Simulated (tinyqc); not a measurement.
Inside a calculation. Method: sp3 tight binding, zinc-blende lattice. One step of it, computed by the program tinyqc.

Task: Levels at L. Diagonalise the Hermitian matrix.

H(k) at L (eV), lower triangle (Hermitian):
```
                      a s                 a px                 a py                 a pz
a s            -17.700000
a px             0.000000            -9.420000
a py             0.000000             0.000000            -9.420000
a pz             0.000000             0.000000             0.000000            -9.420000
c s   -3.121381-3.121381i   1.938655+1.938655i   1.938655+1.938655i   1.938655+1.938655i
c px  -1.938655-1.938655i   0.756698+0.756698i  -2.246448-2.246448i  -2.246448-2.246448i
c py  -1.938655-1.938655i  -2.246448-2.246448i   0.756698+0.756698i  -2.246448-2.246448i
c pz  -1.938655-1.938655i  -2.246448-2.246448i  -2.246448-2.246448i   0.756698+0.756698i

             c s       c px       c py       c pz
c s   -12.230000
c px    0.000000  -6.560000
c py    0.000000   0.000000  -6.560000
c pz    0.000000   0.000000   0.000000  -6.560000
```

Give: eigenvalues.

Result:

eigenvalues (eV): -21.3933  -16.6394  -12.4714  -12.4714  -6.5912  -3.5086  -3.5086  -1.2860
